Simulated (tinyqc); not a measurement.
# Ballistic transport through the one-dimensional subbands of a rectangular nanowire or nanosheet channel, step by step

A worked calculation. Computed by tinyqc, a small Python program that keeps every step. Command: `OMP_NUM_THREADS=1 python tinyqc.py 3012807 3012808 out.jsonl wire walk`. One thread of a shared host (Intel(R) Xeon(R) Processor @ 2.30GHz), about 0.02 s of CPU time with the checks. Intermediate numbers are printed to about 7 digits and carried at full precision; extremes and crossings named in words are read from the listed rows.

Hard walls, parabolic subbands, transport along x. Energies are counted from the bulk conduction band edge at the top of the barrier, which the gate pulls down by U; the source Fermi level lies at the bulk edge when U = 0.

Inputs (values chosen for the exercise, modelled on silicon): light mass m_t = 0.19 m_0; heavy mass m_l = 0.93 m_0; height a = 4.6 nm; width b = 6.7 nm; equivalent oxide thickness t = 1.1 nm; gate voltage above flat band V_G = 1.1 V; drain voltage V_D = 0.05 V; temperature T = 77 K; mean free path for back-scattering lambda = 13 nm; channel length L = 22 nm.

Valleys: silicon [100] wire.

Constants: hbar^2/(2 m_0) = 3.80998212 eV angstrom^2; k_B = 8.617333262e-05 eV/K; m_0 = 9.1093837015e-31 kg; k_B = 1.380649e-23 J/K; hbar = 1.054571817e-34 J s; eps_0 = 8.8541878128e-12 F/m; e = 1.602176634e-19 C; h = 6.62607015e-34 J s.

## Subbands

E_pq = (hbar^2 pi^2/2)(p^2/(m_y b^2) + q^2/(m_z a^2)); valley pairs: (m_x, m_y, m_z) = (m_t, m_t, m_l), (m_t, m_l, m_t), (m_l, m_t, m_t), each with degeneracy g = 2; the 10 lowest subbands are kept.

Subbands:
```
valley axis  p  q   E (meV)  m_x (m_0)
z            1  1   63.1963       0.19
y            1  1  102.5377       0.19
z            1  2  120.5215       0.19
y            2  1  129.5594       0.19
x            1  1  137.6184       0.93
y            3  1  174.5954       0.19
z            2  1  195.4600       0.19
z            1  3  216.0634       0.19
y            4  1  237.6458       0.19
z            2  2  252.7852       0.19
```

The second subband lies 39.3 meV, or 5.93 k_B T, above the first; the lowest belongs to the valleys with the heavy mass across the height.

## Self-consistent barrier

F_j(eta) = (1/Gamma(j + 1)) int_0^infinity x^j/(1 + exp(x - eta)) dx, F_0 = ln(1 + exp(eta)). Integrals over x = E/(k_B T) use 160 Gauss-Legendre points in u = sqrt(x) from 0 to sqrt(max(eta, 0) + 32). With degeneracy g = 2, eta_i = (U - E_i)/(k_B T) and u = e V_D/(k_B T): line density n = sum_i g sqrt(2 m_x k_B T/pi)/(2 hbar) [F_-1/2(eta_i) + F_-1/2(eta_i - u)]; gate: e n = C_ox (V_G - U/e), C_ox = 3.9 eps_0 2 (a + b)/t (flat-plate estimate); I = (2 e k_B T/h) sum_i g [F_0(eta_i) - F_0(eta_i - u)].

C_ox = 709.4619 aF/micrometre

U = 194.8000 meV

Occupation:
```
subband     eta_i    n_i (1/nm)  I_i (microampere)
1        19.83373  9.201688e-01       7.748087e+00
2        13.90466  7.197388e-01       7.746332e+00
3        11.19437  5.994304e-01       7.721955e+00
4         9.83228  5.242617e-01       7.649612e+00
5         8.61772  9.891704e-01       7.448261e+00
6         3.04499  1.930183e-01       3.167281e+00
7        -0.09947  5.831127e-02       6.623455e-01
8        -3.20457  4.050896e-03       4.087513e-02
9        -6.45722  1.609494e-04       1.611322e-03
10       -8.73884  1.645230e-05       1.646620e-04
```

line density n = 4.008328 1/nm

ballistic current I = 42.18653 microampere

mean velocity I/(e n) = 0.6569013 1e7 cm/s

6 of the subbands lie below the source Fermi level; the lowest carries 18 % of the current with 23 % of the charge. The gate spends 18 % of V_G on moving the bands.

## Conductance, capacitance and scattering

Linear conductance G = (2 e^2/h) sum_i g f(eta_i), g = 2, f = 1/(1 + exp(-eta_i)), with the barrier frozen at the eta_i above; current per perimeter I/(2(a + b)); with scattering, transmission lambda/(lambda + L) and low-bias resistance (1 + L/lambda)/G.

open modes sum g f = 12.94038

ballistic conductance = 1002.632 microsiemens

current per perimeter = 1866.660 microampere/micrometre

transmission = 0.3714286

low-bias resistance with scattering = 2.685239 kiloohm

Even without scattering the wire has h/(2 e^2 M) = 1.00 kiloohm, which sits in the contacts.

## Gate sweep

Open modes are sum_i g/(1 + exp(-eta_i)). The last column is e dn/dV_G over C_ox, taken up to the next row.

Against the gate voltage:
```
V_G (V)    U (meV)      n (1/nm)  I (microampere)    open modes      C_g/C_ox
-0.240   -240.0000  1.472533e-21     1.473705e-20  2.868032e-20  1.166844e-14
-0.140   -140.0000  5.166917e-15     5.171028e-14  1.006353e-13  1.065742e-06
-0.017    -17.0001  5.804649e-07     5.809274e-06  1.130561e-05  2.670908e-01
0.110      76.0793  1.502045e-01     2.150993e+00  1.788752e+00  6.807967e-01
0.210     107.9997  4.516690e-01     7.972347e+00  3.748198e+00  8.490355e-01
0.340     127.6251  9.404202e-01     1.370676e+01  6.664767e+00  8.939095e-01
0.480     142.4777  1.494587e+00     2.044684e+01  9.041856e+00  9.016049e-01
0.640     158.2209  2.133372e+00     2.855485e+01  1.004460e+01  9.075567e-01
0.810     173.9363  2.816562e+00     3.544664e+01  1.101759e+01  9.258191e-01
1.000     188.0307  3.595492e+00     4.024219e+01  1.228760e+01             -
```

Between the first two rows the current rises one decade per 15 mV, against the limit ln(10) k_B T/e = 15 mV. Above threshold C_g/C_ox lies between 0.68 and 0.93: the quantum capacitance in series costs a visible part.

Checks made by the program: density of the lowest subband against a direct sum over k (relative difference 1e-09).
